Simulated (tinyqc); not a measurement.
Cyclotron masses against the field direction: averaged masses of warped heavy- and light-hole bands.

Four-band hole energies E = c k^2 f(u), c = hbar^2/2m0, f = g1 -/+ 2 sqrt(g2^2 + 3 (g3^2 - g2^2) s), s = ux^2 uy^2 + uy^2 uz^2 + uz^2 ux^2 for the unit vector u; minus for heavy, plus for light holes; the mass along u is 1/f.

Values chosen for the exercise (out of a larger set: near those of GaSb; not measured data): g1 = 13.32 (Luttinger gamma1); g2 = 4.73 (gamma2); g3 = 5.95 (gamma3).

For the central orbit m_cyc is the mean of 1/f(u) over the directions u normal to B (360 points on the circle). B lies in the (1-10) plane at the angle from [001]; 54.7 degrees is [111], 90 is [110].

Masses (m0):

| angle (degrees) | heavy | light |
|---|---|---|
| 0.0 | 0.3644 | 0.0422 |
| 15.0 | 0.3880 | 0.0418 |
| 30.0 | 0.4497 | 0.0412 |
| 45.0 | 0.4986 | 0.0406 |
| 70.0 | 0.5019 | 0.0407 |
| 90.0 | 0.5012 | 0.0410 |

Give the missing row, angle (degrees) = 54.7.

Computed row:
```
angle (degrees)   heavy   light
54.7             0.5049  0.0406
```

The heavy mass is smallest at 0 and largest at 54.7 degrees of the angles listed, a spread of 39 %; the light mass varies by 3.9 %. The orbit normal to [001] has s between 0 and 1/4, the orbit normal to [111] has s = 1/4 all round, which gives 1/(g1 - sqrt(g2^2 + 3 g3^2)) = 0.5049. This is the classical limit; low Landau levels of holes depart from it.

(tinyqc, `OMP_NUM_THREADS=1 python tinyqc.py 1081236 1081237 out.jsonl`, Intel(R) Xeon(R) Processor @ 2.30GHz, 1 thread, shared host, about 0.04 s.)
